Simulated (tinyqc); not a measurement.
From growth rate G back to temperature T: microkinetic model of low-temperature epitaxy from hydride gases: adsorption, hydrogen desorption and rate control. Computed by tinyqc, a small Python program. Command: `OMP_NUM_THREADS=1 python tinyqc.py 3020388 3020389 out.jsonl hepi inv`. One thread of a shared host (Intel(R) Xeon(R) Processor @ 2.30GHz), about 0.08 s of CPU time with the checks.

Each hydride molecule needs two free sites and leaves four hydrogen atoms, of which two leave at once as H2; theta is the hydrogen coverage, the site density is 6.78 per nm^2 and one layer is 1.358 angstrom thick.

Inputs (values chosen for the exercise, close to those used for silane on Si(001)):
```
quantity,value,unit
silane pressure p_S,0.3,Pa
sticking prefactor of silane s0,0.079,-
adsorption barrier E_s,0.25,eV
desorption prefactor nu_d,5.1e+11,1/s
desorption energy on silicon E_d,2.03,eV
hydrogen carrier pressure p_H,0,Pa
sticking of hydrogen s_H,5.4e-08,-
```

Film: silicon. Order of hydrogen desorption: first.

Constants: k_B = 8.617333262e-05 eV/K; u = 1.6605390666e-27 kg; k_B = 1.380649e-23 J/K.

Method:
- Flux per site F = p/(sqrt(2 pi M k_B T) x 6.78e18 per m^2), M = 32.12 u (silane), 2.016 u (hydrogen); s = s0 exp(-E_s/(k_B T)); k_S = s F_S = k; k_H = s_H F_H; k_d = nu_d exp(-E_d/(k_B T)).
- Temperatures in kelvin are T(C) + 273.15.
- With k the hydride and k_H the hydrogen adsorption rate on free pairs and k_d the desorption rate, steady state: 2 (k + k_H)(1 - theta)^2 = k_d theta; growth rate R = k (1 - theta)^2 layers/s; 1 layer/s = 8.148 nm/min.
- With c = 2 (k + k_H)/k_d the free share is 1 - theta = 2/(1 + sqrt(1 + 4c)).

Question. A run gave the result below. Find the temperature T, known to lie between 420 and 710 C.

growth rate G = 0.01656834 nm/min

Answer.

Each step takes the trial c = (a f_b - b f_a)/(f_b - f_a), f being the result less the target and a, b, c the logarithms of the listed values; c replaces end b, the old b replaces a if the sign of f changed, and otherwise f_a is halved.

Scan of the range:
```
temperature T (C),growth rate G (nm/min)
420,3.53479e-03
458,2.01450e-02
500,1.09583e-01
546,5.38253e-01
596,2.21004e+00
651,6.94663e+00
710,1.47977e+01
```

False position (Illinois rule, in the logarithm of the input) inside the bracket:
```
step,end a,end b,trial,growth rate G (nm/min)
1,420.000,458.000,449.537,0.0139163
2,458.000,449.537,453.121,0.0162959
3,458.000,453.121,453.763,0.0167601
4,453.121,453.763,453.498,0.0165668
5,453.763,453.498,453.500,0.0165683
6,453.763,453.500,453.500,0.0165683
7,453.500,453.500,453.500,0.0165683
```

Growth rate G rises at every point of a 13-point scan of the range (every second point is shown), so one value fits; it is bracketed by 420 and 458. Answer: temperature T = 453.5 C.
